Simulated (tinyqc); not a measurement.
Orbital energy against energy difference: ionisation energy by orbital energies and by energy differences in the 6-31g* basis, for H4, spin multiplicity 1. Computed by the program tinyqc with PySCF. The cation is unrestricted; errors are against CCSD(T) in this basis, not against experiment.

Geometry (angstrom):

| atom | x | y | z |
|---|---|---|---|
| H | 0.0000 | 0.0000 | 0.0000 |
| H | 0.0000 | 0.0000 | 0.7480 |
| H | 0.0000 | 0.0000 | 1.5530 |
| H | 0.0000 | 0.0000 | 2.3010 |

CCSD(T) difference in the same basis = 12.2833 eV

IP-EOM-CCSD = 12.2960 eV

First vertical ionisation energy (eV):

| method | -e(HOMO) | E(cation) - E | error of -e(HOMO) | error of the difference |
|---|---|---|---|---|
| HF | 12.5266 | 11.748968 | 0.2433 | -0.5343 |
| LDA | 7.5690 | 12.345446 | -4.7142 | 0.0622 |
| PBE | 7.6574 | 12.390022 | -4.6259 | 0.1068 |
| B3LYP | 8.8850 | 12.599247 | -3.3982 | 0.3160 |
| CAM-B3LYP | 10.4730 | 12.538963 | -1.8103 | 0.2557 |
| LC-wPBE | 11.8465 | 12.532645 | -0.4368 | 0.2494 |

Estimate the missing row, method = PBE0.

Computed row:
```
method  -e(HOMO)  E(cation) - E  error of -e(HOMO)  error of the difference
PBE0      9.0512      12.463376            -3.2321                   0.1801
```

Koopmans errs by +0.24 eV and Delta-HF by -0.53 eV: relaxation, 0.78 eV, lowers the value and the missing correlation difference works against it. The PBE level is off by -4.6 eV through the wrong tail of its potential, though its energy difference is off by +0.11 eV; exact exchange deepens the level, and among the orbital energies HF comes closest; among the differences LDA does.
